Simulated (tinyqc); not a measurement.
Chip with leakage that grows with temperature, electro-thermal loop and runaway: one step of the calculation.

One temperature T for the device, T = T0 + Rth P(T), with P(T) = Pd + Pl (T/300 K)^2 exp[(q Ea/kB)(1/(300 K) - 1/T)]. The loop gain is Rth dP/dT; a solution is thermally stable when it is below one.

Task. Temperature by Newton steps. P(T) = Pd + Pl (T/300 K)^2 exp[(q Ea/kB)(1/(300 K) - 1/T)]; P'(T) = (P - Pd)(2/T + q Ea/(kB T^2)); G = Rth P'; T(new) = T + (T0 + Rth P - T)/(1 - G).

Parameters, values chosen for the exercise:
```
symbol,value,unit,meaning
T0,320,K,ambient temperature
Pd,5.1,W,temperature-independent switching power
Pl,0.0689,W,leakage power at 300 K
Ea,0.4,eV,activation energy of the leakage
Rth,4.8,K/W,thermal resistance
```

Constants: q = 1.602176634e-19 C, kB = 1.380649e-23 J/K. Results are converted to the units shown.

T after iteration 1 = 346.83982 K

Find: P; G; T after iteration 2.

Result.

P = 5.844 W
G = 0.1584
T after iteration 2 = 348.3 K

Computed by the program tinyqc: `OMP_NUM_THREADS=1 python tinyqc.py 2520062 2520063 out.jsonl`, one thread of a shared Intel Xeon 2.30GHz, about 0.01 s for the whole run.
